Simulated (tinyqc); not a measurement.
Stripping the layer step by step: sheet resistance and Hall data of a diffused or implanted layer. Computed by tinyqc, a small Python program. Command: `OMP_NUM_THREADS=1 python tinyqc.py 3011609 3011610 out.jsonl layer walk`. One thread of a shared host (Intel(R) Xeon(R) Processor @ 2.30GHz), about 0.02 s of CPU time with the checks.

Carriers are taken equal to the net active doping down to the junction (full ionisation, which deep dopants in wide-gap hosts do not reach; no spill-over, no depletion), and the Hall factor is 1.

Inputs (values chosen for the exercise, modelled on silicon in GaN):
```
quantity,value,unit
mu_min,54.3,cm^2/(V s)
mu_max,1030,cm^2/(V s)
N_ref,1.9e+17,1/cm^3
exponent alpha,0.99,-
peak concentration N_0,3.8e+20,1/cm^3
length scale l,70,nm
background doping N_B (opposite type),6.3e+16,1/cm^3
projected range R_p,110,nm
solubility limit N_s,7.9e+19,1/cm^3
```

Profile: buried Gaussian (implant). Activation: limited by solubility.

Constants: e = 1.602176634e-19 C.

Method:
- N(x) = N_0 exp(-(x - R_p)^2/(2 l^2)) for x > 0, dose N_0 l sqrt(pi/2) erfc(-R_p/(l sqrt 2)), junction x_j = R_p + l sqrt(2 ln(N_0/N_B)); the layer starts at x_0 = max(0, 2 R_p - x_j).
- Mobility mu = mu_min + (mu_max - mu_min)/(1 + (N_t/N_ref)^alpha), N_t = active doping + N_B; carriers n = active doping - N_B, active doping min(N, N_s).
- Integrals from x_0 (0 unless stated) to x_j by the midpoint rule on 400 even intervals: 1/R_s = e int n mu dx; sheet density n_s = int n dx; Hall sheet density (int n mu dx)^2/int n mu^2 dx; Hall mobility int n mu^2 dx/int n mu dx.
- After removing a depth d the integrals start at d. Differences between neighbouring rows give the local conductivity -d(1/R_s)/dx at the middle of the slice (the last slice uses one more step, not listed).

junction depth x_j = 402.074 nm

Differential sheet resistance:
```
removed d (nm),R_s (ohm),slice conductivity (S/cm),sigma at mid-slice (S/cm)
0,51.5,718.13,718.16
40,60.4,718.16,718.16
80,73.2,718.16,718.16
120,92.6,718.15,718.16
160,126.2,718.15,718.16
200,197.9,710.77,718.16
240,452.7,379.48,363.31
280,1446.8,119.55,112.40
```

What follows from these numbers?

R_s doubles after removing between 120 and 160 nm of a layer 402 nm deep, so half the current flows above that depth. Where sigma exceeds a tenth of its largest listed value, the slice values agree with it within 7 %.

Extremes, crossings and ranges named in words are read from the listed rows.
